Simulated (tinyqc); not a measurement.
Pressure and uniformity: chemical vapour deposition: Grove model, boundary layer, depletion and step coverage. Computed by tinyqc, a small Python program. Command: `OMP_NUM_THREADS=1 python tinyqc.py 3003269 3003270 out.jsonl cvd walk`. One thread of a shared host (Intel(R) Xeon(R) Processor @ 2.30GHz), about 0.01 s of CPU time with the checks.

A precursor diffuses to the surface and reacts there at first order; each molecule that reacts adds one formula unit of film.

Inputs (values chosen for the exercise, close to those used for polysilicon from silane):
```
quantity,value,unit
prefactor k0 of k_s,5.1e+07,cm/s
activation energy E,1.65,eV
temperature T,750,C
total pressure p,1.4,torr
mole fraction of the precursor Y,0.2,-
gas diffusivity D0 at 273.15 K and 760 torr,0.45,cm^2/s
film density N,5e+22,formula units/cm^3
precursor mass M,32,u
wafer radius R,10,cm
wafer spacing s,0.48,cm
```

Reactor: wafer stack, low pressure.

Constants: k_B = 1.380649e-23 J/K; u = 1.6605390666e-27 kg; k_B = 8.617333262e-05 eV/K.

Method:
- k_s = k0 exp(-E/(k_B T)); C_g = Y p/(k_B T), 1 torr = 133.322 Pa; D = D0 (T/273.15)^1.75 (760/p).
- Temperatures in kelvin are T(C) + 273.15.
- Mean speed c = sqrt(8 k_B T/(pi M)); reactive sticking probability beta = 4 k_s/c.
- Between two wafers the gas diffuses inward and reacts on both faces: (D/r) d/dr (r dC/dr) = 2 k_s C/s, so C(r)/C_g = I0(phi r/R)/I0(phi) with phi^2 = 2 k_s R^2/(s D); G(r) = k_s C(r)/N, 1 cm/s = 6e8 nm/min; the mean over the wafer is eta = 2 I1(phi)/(phi I0(phi)).

gas diffusivity D = 2463.71 cm^2/s

surface rate constant k_s = 0.380266 cm/s

precursor density C_g = 2.64264e+15 1/cm^3

Effect of the total pressure at fixed Y:
```
p (torr),D (cm^2/s),phi,centre/edge,G at the edge (nm/min)
0.05,6.8984e+04,0.0479,0.99943,4.3067e-01
0.1,3.4492e+04,0.0678,0.99885,8.6135e-01
0.3,1.1497e+04,0.1174,0.99656,2.5840e+00
1,3.4492e+03,0.2143,0.98861,8.6135e+00
3,1.1497e+03,0.3712,0.96642,2.5840e+01
10,3.4492e+02,0.6778,0.89431,8.6135e+01
30,1.1497e+02,1.1739,0.72708,2.5840e+02
100,3.4492e+01,2.1433,0.39630,8.6135e+02
```

What does the comparison show, and why?

D scales as 1/p and phi as sqrt(p), while the edge rate grows as p. The centre stays within 5 % of the edge up to 3 torr: low pressure trades rate for uniformity and lets wafers stand close together. Caution: at the lowest pressures the mean free path exceeds the wafer spacing, so D stops growing as 1/p.

Extremes, crossings and ranges named in words are read from the listed rows.
